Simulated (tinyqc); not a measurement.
Inside a calculation: charge neutrality level from zone-averaged pseudopotential bands. Values are carried at full precision from step to step, so a last printed digit may differ when a step is redone from the rounded ones.

Empirical pseudopotential on the fcc lattice, atoms at +/- tau, tau = a (1,1,1)/8, no spin-orbit coupling. H(G,G') = c (2 pi/a)^2 |k + G|^2 delta + VS(q) cos(q.tau) + i VA(q) sin(q.tau), q = G - G', c = hbar^2/2m0; k and G in units of 2 pi/a; VS at |q|^2 = 3, 8, 11 and VA at 3, 4, 11, in rydberg, zero elsewhere. At each k the basis holds all G with |k + G|^2 up to 16; energies are counted from the fourth level at Gamma.

Mesh: k = sum_i (n_i + 1/2)/N b_i, n_i = 0 ... N - 1, b = (-1,1,1), (1,-1,1), (1,1,-1); points with the same sorted |kx|, |ky|, |kz| after folding to the shortest k + G are joined, with their count as weight. Neutrality (branch-point) level: E_N = (1/2) mean over k of [E5 + (E3 + E4)/2], E_n the n-th level from below.

Constants: hbar^2/2m0 = 3.80998211 eV angstrom^2; Ry = 13.60569312 eV.

Inputs chosen for the exercise (classic local form factors of the size used for InAs, without spin-orbit coupling; the results hold for these values, not for the real material):

| symbol | value | unit | meaning |
|---|---|---|---|
| a | 6.026 | angstrom | lattice constant |
| VS | (-0.221, 0.001, 0.049) | Ry | symmetric form factors |
| VA | (0.079, 0.049, 0.031) | Ry | antisymmetric form factors |
| mesh | 3 |  | points along each reciprocal vector |

## Levels on the mesh

Diagonalise at each joined point.

Levels (eV):

| kx | ky | kz | weight | E3 | E4 | E5 | E6 |
|---|---|---|---|---|---|---|---|
| 0.1667 | 0.1667 | 0.1667 | 2 | -0.2127 | -0.2127 | 1.8372 | 4.7556 |
| 0.5000 | 0.1667 | 0.1667 | 6 | -1.2084 | -0.9968 | 2.8773 | 4.2017 |
| 0.5000 | 0.5000 | 0.1667 | 6 | -1.9389 | -0.7484 | 2.8085 | 4.8241 |
| 0.5000 | 0.5000 | 0.5000 | 1 | -0.7147 | -0.7147 | 1.4448 | 4.9172 |
| 0.8333 | 0.1667 | 0.1667 | 6 | -2.2297 | -1.5677 | 2.4176 | 3.7595 |
| 0.8333 | 0.5000 | 0.1667 | 6 | -2.5547 | -1.6117 | 3.9735 | 4.4054 |

## Gaps

Level 5 at Gamma, at the lowest of (f,0,0) with f = 0.8, 0.85, 0.9, 1, and at (1/2,1/2,1/2).

gaps to Gamma, Delta/X, L (eV): 0.3804  1.9813  1.4448

## The neutrality level

Energies are counted from the valence top at Gamma. E_N = (1/2) weighted mean of [E5 + (E3 + E4)/2]. Compare with half the smallest indirect gap, min(Delta/X, L)/2, and give the barrier for electrons in the limit of full pinning, min(gaps) - E_N.

mean of E5 = 2.8734 eV
mean of (E3 + E4)/2 = -1.4707 eV
E_N = 0.7013 eV
half the indirect gap = 0.7224 eV
pinned barrier for electrons = -0.3209 eV

E_N lies above the conduction edge by 0.321 eV, since the narrow lowest valley has little weight in the zone mean; surfaces then accumulate electrons. The two estimates differ by 0.02 eV; both rules are good to a few tenths of an eV only, so a position within that distance of a band edge or of mid-gap is not settled. Local form factors place the indirect gaps only to a few tenths of an eV, and E_N moves with them. Spin-orbit coupling, left out, would lift the valence top by a third of its splitting.

## Checks

- Sum of the weights against N^3: both 27.

Computed by tinyqc, a small Python program: `OMP_NUM_THREADS=1 python tinyqc.py 1851188 1851189 out.jsonl` (the numbers bound the seed that draws the inputs); one thread of a shared host (Intel(R) Xeon(R) Processor @ 2.30GHz), about 0.1 s for the whole set of steps.
